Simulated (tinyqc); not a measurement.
## Loss and coupling from a measured resonance

Inverse problem. An all-pass ring of radius Rr has F = FSR/FWHM = pi sqrt(a t)/(1 - a t) and Tmin = (a - t)^2/(1 - a t)^2; it is known to be overcoupled (t < a). a = 10^(-al L/20), L = 2 pi Rr, k2 = 1 - t^2, FSR = lam^2/(ng L). Find ng, al and k2.

Inputs (values chosen for the exercise): cold resonance wavelength lam = 1550 nm; ring radius Rr = 15 um.

FSR = 5.900767759 nm
FWHM = 50.78377488 pm
Tmin (linear) = 0.1009504546

Answer. The finesse gives the product a t, Tmin the difference |a - t|; the spectrum alone cannot tell which is which.

ng = 4.320
al = 8.500 dB/cm
k2 = 0.03500

Computed by the program tinyqc: `OMP_NUM_THREADS=1 python tinyqc.py 2650125 2650126 out.jsonl`, one thread of a shared Intel Xeon 2.30GHz, about 0.01 s for the whole run.
